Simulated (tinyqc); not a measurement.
# Bandgap voltage reference from two bipolar transistors: effect of the area ratio of the second transistor

Two transistors of area 1 and N carry the same current I. Is(T) = Is (T/T0)^eta exp[(Vg0 q/kB)(1/T0 - 1/T)], VBE1 = Vt ln(I/Is(T)) + I rb, VBE2 = Vt ln(I/(N Is(T))) + I rb/N. The amplifier forces I R1(T) = VBE1 - VBE2 + Vos, with R(T) = R (1 + tc (T - T0)) for both resistors, and the output is Vref = VBE1 + I R2(T). Base currents and the Early effect are neglected.

Vt = kB T/q; I = (Vt ln N + Vos)/(R1(T) - rb (1 - 1/N)). Box coefficient: span of Vref between 233 and 398 K over its average over T and over 165 K. The last column is the R2 that gives zero slope at T0.

Inputs (values chosen for the exercise); values of the order met in silicon bipolar transistors:
- T0 = 300 K (reference temperature)
- Vg0 = 1.174 V (band-gap voltage extrapolated to 0 K)
- eta = 3.1 (temperature exponent of the saturation current)
- Is = 3.6e-18 A (saturation current of the unit transistor at T0)
- R1 = 3.7 kohm (resistor across which the difference of VBE falls, at T0)
- tc = 0 ppm/K (temperature coefficient of both resistors)
- Vos = 0 mV (offset of the amplifier)
- rb = 0 ohm (series resistance of the unit transistor)
- R2 = 28.06 kohm (output resistor at T0)

Constants: q = 1.602176634e-19 C, kB = 1.380649e-23 J/K. Results are converted to the units shown.

Result of one run:
```
N   I at T0 (uA)  Vref at T0 (V)  slope at T0 (uV/K)  box coefficient (ppm/K)  R2 for zero slope (kohm)
24         22.21           1.384               520.5                    368.9                     21.03
```

What becomes of these results when the area ratio of the second transistor N is changed from 24 to 8, all else the same?

Result of the changed run:
```
N  I at T0 (uA)  Vref at T0 (V)  slope at T0 (uV/K)  box coefficient (ppm/K)  R2 for zero slope (kohm)
8         14.53           1.158              -234.1                    208.9                     32.89
```

The whole series:
```
N    I at T0 (uA)  Vref at T0 (V)  slope at T0 (uV/K)  box coefficient (ppm/K)  R2 for zero slope (kohm)
2           4.843          0.8579               -1235                     1482                     104.5
4           9.686           1.012              -722.0                    729.2                     50.42
8           14.53           1.158              -234.1                    208.9                     32.89
15          18.92           1.288               199.5                    149.2                     24.90
24          22.21           1.384               520.5                    368.9                     21.03
48          27.05           1.525               990.5                    638.6                     17.07
100         32.18           1.674                1485                    871.4                     14.21
```

As N goes from 2 to 100, Vref rises from 0.8579 to 1.674 V and the box coefficient goes from 1480 through a minimum of 149 (at N = 15 among the rows listed) to 871 ppm/K. A larger N needs a smaller R2/R1, which lowers the gain seen by offset and noise.

Numbers from tinyqc (`OMP_NUM_THREADS=1 python tinyqc.py 2062056 2062057 out.jsonl`; about 0.03 s on one thread of a shared Intel Xeon 2.30GHz).
